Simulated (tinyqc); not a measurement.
Gap difference from the gain at two temperatures.

Question. When back injection limits the gain, beta = b exp(-dE/(kB T)) with dE the gap reduction of the emitter less that of the base and b constant. Find dE and beta at 300 K.

Constants: q = 1.602176634e-19 C, kB = 1.380649e-23 J/K. Results are converted to the units shown.

T (K): [273, 425]
beta: [178.24882, 375.44424]

Answer. ln beta is a straight line in 1/T with slope -dE/kB.

dE = 0.0490 eV
beta at 300 K = 215

Numbers from tinyqc (`OMP_NUM_THREADS=1 python tinyqc.py 2320042 2320043 out.jsonl`; about 0.01 s on one thread of a shared Intel Xeon 2.30GHz).
